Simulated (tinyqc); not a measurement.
Ionisation constants from two fields.

Question. alpha_n = an exp(-bn/E). Find bn and an.

alpha_n at 1780 and 3160 kV/cm (1/cm): [1.1704767, 4237.9536]

Answer. ln alpha is a straight line in 1/E with slope -bn and intercept ln an.

bn = 3.340e7 V/cm
an = 1.650e8 1/cm

Program tinyqc, `OMP_NUM_THREADS=1 python tinyqc.py 2120015 2120016 out.jsonl`; Intel Xeon 2.30GHz, shared host, one thread, about 0.06 s.
